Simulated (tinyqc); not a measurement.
Worked calculation: Hueckel theory of the pi electrons with the omega technique, for the molecule Fc1ccccc1 (SMILES; centres numbered as the heavy atoms are written). Computed by tinyqc, a small Python program that keeps every step. Settings: charge = 0, omega = 1.0, damping = 0. Command: `OMP_NUM_THREADS=1 python tinyqc.py 27240 27241 out.jsonl` (the two numbers bound the seeds that draw the settings). One thread of a shared host (Intel(R) Xeon(R) Processor @ 2.60GHz), about 0.01 s of CPU time with the checks.

Centres:
```
centre  z_r, pi electrons of the neutral centre       h
1F                                            2  3.0000
2C                                            1  0.0000
3C                                            1  0.0000
4C                                            1  0.0000
5C                                            1  0.0000
6C                                            1  0.0000
7C                                            1  0.0000
```

Bonds:
```
i  j       k
1  2  0.7000
2  3       1
3  4       1
4  5       1
5  6       1
6  7       1
7  2       1
```

Each round sets h_r = h_r(0) + omega (z_r - P_rr), keeping the share named as damping of the old diagonal; repeat until output and input diagonals agree to 1e-6.

Rounds:
```
round  sum n x  largest |h(out) - h(in)|
1      14.1154                  3.16e-02
2      14.1403                  2.09e-02
3      14.1403                  1.38e-02
4      14.1400                  1.00e-02
5      14.1402                  7.76e-03
6      14.1400                  6.31e-03
7      14.1401                  5.19e-03
8      14.1400                  4.29e-03
9      14.1401                  3.56e-03
10     14.1400                  2.96e-03
11     14.1401                  2.45e-03
12     14.1400                  2.03e-03
13     14.1401                  1.69e-03
14     14.1400                  1.40e-03
15     14.1401                  1.16e-03
16     14.1400                  9.61e-04
17     14.1401                  7.96e-04
18     14.1400                  6.60e-04
19     14.1401                  5.47e-04
20     14.1400                  4.53e-04
21     14.1401                  3.76e-04
22     14.1400                  3.12e-04
23     14.1401                  2.58e-04
24     14.1400                  2.14e-04
25     14.1401                  1.77e-04
26     14.1400                  1.47e-04
27     14.1401                  1.22e-04
28     14.1401                  1.01e-04
29     14.1401                  8.38e-05
30     14.1401                  6.94e-05
31     14.1401                  5.75e-05
32     14.1401                  4.77e-05
33     14.1401                  3.95e-05
34     14.1401                  3.28e-05
35     14.1401                  2.72e-05
36     14.1401                  2.25e-05
37     14.1401                  1.87e-05
38     14.1401                  1.55e-05
39     14.1401                  1.28e-05
40     14.1401                  1.06e-05
```

Can the last value be used, and what does the course show?

Not by the stop rule, although the second column moves by less than 1e-06 over the last three steps. Not converged within 40 rounds: the residual falls steadily but slowly, by a factor of about 0.83 a step. Reruns: damping 0.5: converged in 16; damping 0.8: not converged.
